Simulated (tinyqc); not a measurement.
# Elastic trap-assisted tunnelling through a dielectric: effect of the trap depth

Emitter at x = 0 (Fermi level 0), collector at x = t (Fermi level -V), band edge U(x) = phi - F x, F = V/t. A trap at x has the energy E = U(x) - Et. With G(u) = (4/(3 F)) sqrt(mo/C) max(u, 0)^1.5, C = hbar^2/(2 m0): S1 = G(phi - E) - G(Et), S2 = G(Et) - G(phi - V - E), T1,2 = exp(-S1,2). The steady rate through one trap is nu T1 T2 (f1 - f2)/(T1 + T2), f1 = f(E), f2 = f(E + V), f(y) = 1/(1 + exp(y/Vt)); both contacts offer states at E.

J = q Nt times the integral of the rate over x. Direct S = (4/(3 F)) sqrt(mo/C) [phi^1.5 - max(phi - V, 0)^1.5].

Values chosen for this exercise; dielectric values close to those of silicon dioxide:
```
symbol   value   unit                                meaning
T          300      K                            temperature
phi       3.08     eV  barrier above the emitter Fermi level
mo        0.49     m0                        tunnelling mass
t          3.9     nm                              thickness
Nt      1.6e18  cm^-3                           trap density
nu        1e14    1/s                      attempt frequency
V         1.91      V                                voltage
```

Constants: q = 1.602176634e-19 C, kB = 1.380649e-23 J/K, hbar = 1.054571817e-34 J s, m0 = 9.1093837015e-31 kg, Vt = kB T/q, hbar^2/(2 m0) = 0.0380998212 eV nm^2. Results are converted to the units shown.

The same in every row: direct S = 40.4.

Results:

| Et (eV) | J (A/cm^2) | x of the peak over t | larger S there |
|---|---|---|---|
| 1.39 | 5.11e-11 | 0.876 | 36.3 |
| 1.64 | 4.63e-9 | 0.745 | 31.8 |
| 2.14 | 8.10e-5 | 0.485 | 21.9 |
| 2.39 | 2.86e-4 | 0.443 | 21.2 |
| 2.64 | 8.64e-5 | 0.449 | 22.4 |
| 2.89 | 2.64e-5 | 0.454 | 23.5 |
| 3.14 | 8.64e-6 | 0.458 | 24.5 |
| 3.39 | 2.99e-6 | 0.461 | 25.5 |

Estimate the missing row, Et = 1.89 eV.

Computed row:

| Et (eV) | J (A/cm^2) | x of the peak over t | larger S there |
|---|---|---|---|
| 1.89 | 5.95e-7 | 0.614 | 27.0 |

With this row back in the table: J goes from 5.11e-11 through a maximum of 2.86e-4 (at Et = 2.39 eV among the rows listed) to 2.99e-6 A/cm^2. Shallow traps near the emitter lie above its Fermi level and stay empty, while deep traps face higher barriers, so a middle depth conducts best.

Range of the model: Phonon-assisted (inelastic) capture, chains of traps and a spread of trap depths are left out.

Numbers from tinyqc (`OMP_NUM_THREADS=1 python tinyqc.py 2370076 2370077 out.jsonl`; about 0.04 s on one thread of a shared Intel Xeon 2.30GHz).
